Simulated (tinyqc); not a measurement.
Worked calculation: coherent potential approximation for a binary alloy with a semi-elliptic band. Values are carried at full precision from step to step, so a last printed digit may differ when a step is redone from the rounded ones.

Site levels eA = -x d (share 1 - x) and eB = (1 - x) d (share x), so that their mean, the virtual crystal, is 0. Pure band: G0(z) = 2 (z - sqrt(z - W) sqrt(z + W))/W^2 with principal roots, density -Im G/pi per site. The medium has a self-energy S(z), G = G0(z - S), z = E + i eta. t_i = (e_i - S)/(1 - (e_i - S) G); the CPA demands <t> = (1 - x) tA + x tB = 0. Iteration: start at S = 0, set S(new) = S + <t>/(1 + <t> G), stop when |<t>| < 1e-9 eV.

Constants: hbar = 6.58211957e-16 eV s.

Parameters, chosen for this exercise:
- W = 4.1 eV (half width of the pure band)
- x = 0.27 (fraction of B)
- d = 2.2 eV (eB - eA)
- eta = 0.082 eV (broadening)
- E = -1.04 eV (energy)

## First step: the average t-matrix

With S = 0 form G, tA, tB, <t> and the new S.

eA, eB (eV): -0.5940  1.6060

G = -0.12118-0.46220i 1/eV

tA, tB (eV): -0.5886-0.1741i  0.9699-0.6027i

<t> = -0.1678-0.2898i eV
S after one step = -0.2272-0.2981i eV

## The self-consistent medium

Iterate.

Iterations:
```
i             S (eV)           G (1/eV)  |<t>| (eV)
0            0.00000  -0.12118-0.46220i       0.335
1  -0.22718-0.29810i  -0.08760-0.43512i      0.0269
2  -0.24767-0.28102i  -0.08580-0.43744i     0.00181
3  -0.24640-0.27974i  -0.08596-0.43755i    0.000122
4  -0.24632-0.27984i  -0.08597-0.43753i    8.25e-06
5  -0.24633-0.27984i  -0.08597-0.43753i    5.58e-07
6  -0.24633-0.27984i  -0.08597-0.43753i    3.77e-08
7  -0.24633-0.27984i  -0.08597-0.43753i    2.55e-09
8  -0.24633-0.27984i  -0.08597-0.43753i    1.72e-10
```

S = -0.24633-0.27984i eV
G = -0.08597-0.43753i 1/eV

Converged at i = 8. The first step gave -0.2272-0.2981i eV.

## Densities on A and B, and the lifetime

G_i = G/(1 - (e_i - S) G); densities -Im G_i/pi; their weighted sum must be -Im G/pi. Lifetime hbar/(2 |Im S|), which has a meaning only while |Im S| is small against W. Weak-scattering value of S: x (1 - x) d^2 G.

densities (1/eV): on A 0.1654, on B 0.0686, weighted sum 0.1393, medium 0.1393

lifetime = 1.18 fs
weak-scattering S = -0.0820-0.4174i eV

An A site carries the larger density here, by a factor 2.41; the weak-scattering value is 57 % from S.

## Checks

- Weighted sum of the partial densities against the density of the medium: both 0.13927.

Run: tinyqc, `OMP_NUM_THREADS=1 python tinyqc.py 1450348 1450349 out.jsonl`; Intel(R) Xeon(R) Processor @ 2.30GHz, one thread, shared host; about 0.01 s of CPU time with all checks.
